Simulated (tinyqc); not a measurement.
Growth of a silicide layer between metal and silicon: linear-parabolic kinetics, ramp anneals and Kissinger analysis: one step, computed by the program tinyqc. Command: `OMP_NUM_THREADS=1 python tinyqc.py 3020740 3020741 out.jsonl silicide walk`. One thread of a shared host (Intel(R) Xeon(R) Processor @ 2.30GHz), about 0.1 s of CPU time with the checks.

One compound layer of thickness x grows by diffusion through itself and reaction at an interface, dx/dt = 1/(2x/K + 1/v), until the metal is used up at x = a h.

Question. Geometry at full reaction. Silicon consumed b h, sheet resistance rho/(final thickness) with 1 micro-ohm cm/nm = 10 ohm; margin to the junction x_j - b h.

Inputs (values chosen for the exercise, modelled on CoSi):

| quantity | value | unit |
|---|---|---|
| metal thickness h | 5.7 | nm |
| silicon consumed per metal thickness b | 1.82 | - |
| silicide resistivity | 130 | micro-ohm cm |
| junction depth x_j | 17 | nm |

final thickness = 11.514 nm

Give: silicon consumed; sheet resistance; margin to the junction.

Answer.

silicon consumed = 10.374 nm

sheet resistance = 112.9 ohm/square

margin to the junction = 6.626 nm

The layer takes 61 % of the junction depth; its surface lies 1.14 nm above the original silicon surface. Caution: so thin a film has a resistivity above the bulk value and tends to agglomerate.
